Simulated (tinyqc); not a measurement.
Raising U: Hubbard chain of 4 sites, mean field against exact. Computed by the program tinyqc. 

one-body matrix (hopping and site energies) (eV):
```
,1,2,3,4
1,-0.3700,-1.4400,0.0000,0.0000
2,-1.4400,-0.4200,-1.4400,0.0000
3,0.0000,-1.4400,0.3400,-1.4400
4,0.0000,0.0000,-1.4400,-0.4200
```

electrons, up and down: 2  2

Collinear unrestricted mean field (the lowest of 40 random starts) against exact diagonalisation.

Exact and mean-field results (eV):
```
U,U/t,E exact,E mean field,mean |n_up - n_down|,"double occupancy, exact",first gap in the sector
0.720,0.500,-6.69355,-6.65766,0.000,0.229,1.576
1.440,1.000,-6.07255,-5.92825,0.000,0.203,1.405
2.880,2.000,-5.04705,-4.50852,0.382,0.155,1.134
4.320,3.000,-4.27358,-3.54826,0.691,0.115,0.931
5.760,4.000,-3.69771,-2.95053,0.817,0.086,0.778
8.640,6.000,-2.93883,-2.28848,0.917,0.050,0.573
11.520,8.000,-2.48219,-1.94131,0.953,0.031,0.448
17.280,12.000,-1.97720,-1.58752,0.979,0.015,0.308
28.800,20.000,-1.54509,-1.30147,0.992,0.006,0.188
```

In absolute terms mean field is worst at U/t = 4.0, 0.747 eV too high: at small U it is nearly exact, and at large U it misses only exchange-scale energies. Its local moments set in at U/t = 2.0 of those listed, a broken symmetry that the exact state of a finite cluster with equal spins does not have. Relative to the exact energy its error is 0.5 % at the smallest U, 22 % at most and 16 % at the largest. The double occupancy falls from 0.229 to 0.006.
